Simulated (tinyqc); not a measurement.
Width of the well: finite square well with mass mismatch (envelope functions).

A square well of width L and depth V0, mass mw inside and mb outside, energies from the bottom of the well, c = hbar^2/2m0. k = sqrt(mw E/c), kappa = sqrt(mb (V0 - E)/c). psi and psi'/m are continuous at the walls (BenDaniel-Duke), so level n solves k L + 2 atan[(k/mw)/(kappa/mb)] = n pi.

Constants: hbar^2/2m0 = 3.80998211 eV angstrom^2.

Parameters, chosen for this exercise (near those of the light valleys of a Si film in HfO2; the results hold for these values, not for the real material): V0 = 1.489 eV (barrier height); mw = 0.19 m0 (mass in the well); mb = 0.173 m0 (mass in the barrier); Ls = (8, 12, 18, 27, 40, 61, 91) angstrom (widths).

Levels against L, beside the infinite well E1(hard) = c (pi/L)^2/mw; Pb is the probability of level 1 in the barriers; a dash marks an unbound level.

Levels:
```
L (angstrom)  bound levels  E1 (eV)  E2 (eV)  E1(hard) (eV)     Pb
8                        1   0.7767        -         3.0924  0.298
12                       2   0.5166   1.4839         1.3744  0.148
18                       2   0.3087   1.1116         0.6108  0.064
27                       3   0.1695   0.6549         0.2715  0.025
40                       4   0.0893   0.3528         0.1237  0.009
61                       6   0.0427   0.1704         0.0532  0.003
91                       8   0.0206   0.0823         0.0239  0.001
```

The infinite well overestimates E1 by a factor 3.98 at 8 angstrom and 1.16 at 91 angstrom. The local exponent d ln E1/d ln L goes from -1.01 (first two rows) to -1.83 (last two), towards the -2 of hard walls, as Pb falls from 0.298 to 0.001. E2 - E1 is largest at 12 angstrom of the widths listed. Non-parabolicity, which grows with the level, already counts at a few tenths of an eV, and levels above about 0.5 eV lie beyond a parabolic band.

Run: tinyqc, `OMP_NUM_THREADS=1 python tinyqc.py 1250027 1250028 out.jsonl`; Intel(R) Xeon(R) Processor @ 2.30GHz, one thread, shared host; about 0.01 s of CPU time with all checks.
